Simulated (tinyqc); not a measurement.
Tunnelling through a gate dielectric with the two-band (Franz) dispersion, WKB transmission and Tsu-Esaki current: effect of temperature.

Electrons leave the emitter at x = 0. Energies E (motion across the layers) are in eV from the emitter Fermi level; the collector Fermi level lies at -V and offers states at every E. No charge in the dielectric and no image force: F1 = V/t1, U = phi1 - F1 x. With C = hbar^2/(2 m0), kappa = sqrt(m u (1 - u/Egx)/C), u = U - E where U > E and 0 elsewhere; T(E) = exp(-S), S = 2 times the integral of kappa over x.

Each layer adds (2/F) sqrt(m/C) [G(u at its left edge) - G(u at its right edge)] to S, with u = U - E (0 where negative) and G(u) = Egx^1.5 (th - sin(4 th)/4)/4, th = arcsin sqrt(u/Egx). J = J0 times the integral of T(E) N(E) dE, N = ln[(1 + exp(-E/Vt))/(1 + exp((-E - V)/Vt))], J0 = q^2 me m0 kB T/(2 pi^2 hbar^3) (times 1e-4 for A/cm^2 per eV), from E = -Ef to far above the barrier (T = 1 there), by quadrature converged to the digits shown. The share over the barrier is that of energies above the highest band edge; 0 means below 1e-6 %.

Inputs (values chosen for the exercise); dielectric values close to those of zirconium oxide: Fermi energy of the emitter above its band bottom Ef = 0.42 eV; emitter mass in the supply function me = 1 m0; barrier of layer 1 above the emitter Fermi level at zero bias phi1 = 1.44 eV; tunnelling mass of layer 1 m1 = 0.25 m0; thickness of layer 1 t1 = 2.2 nm; gap parameter of the two-band dispersion, set freely Egx = 5.1 eV; voltage across the dielectric V = 0.8 V.

Constants: q = 1.602176634e-19 C, kB = 1.380649e-23 J/K, hbar = 1.054571817e-34 J s, m0 = 9.1093837015e-31 kg, Vt = kB T/q, hbar^2/(2 m0) = 0.0380998212 eV nm^2. Results are converted to the units shown.

Result of one run:
```
T (K)  J (A/cm^2)  mean E of the current (eV)  share over the barrier (%)
400       2.486e4                     -0.2358                           0
```

What becomes of these results when the temperature T is changed from 400 to 50 K, all else the same?

Result of the changed run:
```
T (K)  J (A/cm^2)  mean E of the current (eV)  share over the barrier (%)
50        2.362e4                     -0.2488                           0
```

The whole series:
```
T (K)  J (A/cm^2)  mean E of the current (eV)  share over the barrier (%)
50        2.362e4                     -0.2488                           0
100       2.367e4                     -0.2482                           0
200       2.391e4                     -0.2457                           0
300       2.430e4                     -0.2416                           0
400       2.486e4                     -0.2358                           0
500       2.560e4                     -0.2281                           0
600       2.654e4                     -0.2184                           0
750       2.840e4                     -0.1989                     5.01e-5
```

Between 50 and 300 K the current changes by a factor of 1.03, and between 300 and 750 K by 1.17; the mean energy of the current rises from -0.249 to -0.199 eV. The transmission grows by a factor e over d = 0.264 eV near E = 0, equal to kB T/q at 3070 K: far below that temperature the thermal tail adds little.

tinyqc, about 0.04 s, one thread, Intel Xeon 2.30GHz (shared host): `OMP_NUM_THREADS=1 python tinyqc.py 2540159 2540160 out.jsonl`
